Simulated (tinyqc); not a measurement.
Inside a calculation. Method: coherent transport through a tight-binding region between two chains. One step of it, computed by the program tinyqc.

Problem. Transmission at E = 0.9 eV. Surface Green function g = (E - i sqrt(4 t^2 - E^2)) / (2 t^2); self-energy tc^2 g on each contact site; G = (E - H - Sigma)^(-1); Gamma = -2 Im Sigma; T = Gamma_L Gamma_R |G_LR|^2; local density of states -Im G_ii / pi.

H of the central region (eV), lower triangle:
```
           1          2          3          4          5         6
1   0.000000
2  -1.310000   0.000000
3   0.000000  -0.770000   0.000000
4   0.000000   0.000000  -1.270000   0.000000
5   0.000000   0.000000   0.000000  -1.520000   0.000000
6   0.000000   0.000000   0.000000   0.000000  -0.300000  0.000000
```

Leads: semi-infinite chains with site energy 0:
```
parameter                           value
lead hopping t (eV)              2.640000
coupling to the left lead (eV)   0.340000
coupling to the right lead (eV)  1.210000
left contact site                       1
right contact site                      6
```

E = 0.900000 eV

Give: g; G; local density of states; transmission.

Solution.

g = 0.0646-0.3732i 1/eV

G (1/eV), lower triangle:
```
                 1                2                3                4
1  -0.4602-0.0269i
2   1.0760+0.0335i  -0.7320-0.0582i
3  -0.4748+0.0066i   0.3237+0.0111i   0.4294-0.0242i
4  -0.3159-0.0250i   0.2144+0.0274i   0.2869+0.0104i  -0.3333-0.0240i
5   0.5837+0.0093i  -0.3974-0.0255i  -0.5286+0.0141i   0.6156+0.0055i
6  -0.1505+0.0986i   0.1058-0.0623i   0.1324-0.0951i  -0.1580+0.1051i

                 5               6
5   0.0772-0.0150i
6  -0.0171+0.0172i  0.8516-0.5841i
```

local density of states (1/eV): 0.0086  0.0185  0.0077  0.0076  0.0048  0.1859

transmission = 0.0031
